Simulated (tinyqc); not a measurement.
Width of the inclusion: polytypes by hexagonality, and a cubic inclusion as a quantum well.

Gap: E3 + (Es - E3) h/hs for h up to hs, then linear from Es to E2 at h = 1. Valence top Ev2 h and polarisation P2 h, both counted from 3C; Ec = Ev + gap.

A cubic inclusion of width L = N d in the host (h = 0.5) is a well of depth V = Ec(host) - Ec(3C). Square well with mass mismatch: k tan(k L/2) = (m_w/m_b) q, k = sqrt(m_w E/c), q = sqrt(m_b (V - E)/c), c = hbar^2/2m0, lowest root. The depth of the level, V - E, is its binding, and the transition to the valence top of the host is gap(host) - (V - E). The step in polarisation gives a field |F| = |P|/(eps eps0) in a thin inclusion, eps0 = 8.8541878e-12 F/m.

Constants: hbar^2/2m0 = 3.80998211 eV angstrom^2.

Values chosen for the exercise (of the order of those of SiC; not measured data): E3 = 2.412 eV (gap of the cubic polytype); E2 = 3.297 eV (gap of 2H); Ev2 = 0.148 eV (valence top of 2H above that of 3C); P2 = -0.0462 C/m^2 (spontaneous polarisation of 2H); Es = 3.295 eV (gap at the hexagonality hs); hs = 0.5 (hexagonality up to which the first line holds); m = (0.3, 0.35) m0 (electron mass along c in the cubic layer and in the host); d = 2.518 angstrom (thickness of a double layer); eps = 9.8 (dielectric constant).

Without the field: square well. With it, the potential inside is |F| (z - L/2), the host conduction edge lies at V - |F| L/2 on one side and V + |F| L/2 on the other, and the lowest level E_F is found by finite differences (step 0.25 angstrom, wide box, good to about 1 meV). Holes sit in the host on the high side, so the transition is gap(host) - V + E_F - |F| L/2. A dash: bound by less than 2 meV or not at all.

Results:
```
N   L (angstrom)  depth (eV)  transition (eV)  depth below the low side, with field (eV)  transition with field (eV)
1           2.52       0.112            3.183                                      0.081                       3.147
2           5.04       0.309            2.986                                      0.245                       2.916
3           7.55       0.471            2.824                                      0.376                       2.718
4          10.07       0.586            2.709                                      0.460                       2.566
6          15.11       0.725            2.570                                      0.543                       2.350
8          20.14       0.799            2.496                                      0.571                       2.188
12         30.22       0.871            2.424                                      0.580                       1.911
```

The square well binds a level even at N = 1 (112 meV), as any symmetric one-dimensional well does; the depth grows to 871 of 957 meV, and the transition tends to E3 - Ev(host) = 2.338 eV. With the field the level is bound by 2 meV or more for N = 1, 2, 3, 4, 6, 8 and 12, and the transition is lowered by 36 meV at N = 1 and 513 meV at N = 12, where |F| L/2 = 402 meV. Free carriers or surface charge screen the field and the step between the two sides, and the attraction to the hole, left out here, binds the electron further.

Run: tinyqc, `OMP_NUM_THREADS=1 python tinyqc.py 1880358 1880359 out.jsonl`; Intel(R) Xeon(R) Processor @ 2.30GHz, one thread, shared host; about 0.04 s of CPU time with all checks.
